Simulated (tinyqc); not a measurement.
# Area and perimeter leakage from two diodes

Problem. A square diode and a finger diode leak I = JA area + JP perimeter. Find JA, JP and the side of the square at which both parts are equal.

areas (um^2): [40000, 244000]
perimeters (um): [800, 50020]
leakage currents (pA): [8.24, 108.94600]

Solution. Two linear equations give JA and JP; for a square of side a, JA a^2 = 4 JP a at a = 4 JP/JA.

JA = 1.80e-8 A/cm^2
JP = 1.30e-11 A/cm
side for equal parts = 28.9 um

tinyqc, about 0.01 s, one thread, Intel Xeon 2.30GHz (shared host): `OMP_NUM_THREADS=1 python tinyqc.py 2290024 2290025 out.jsonl`
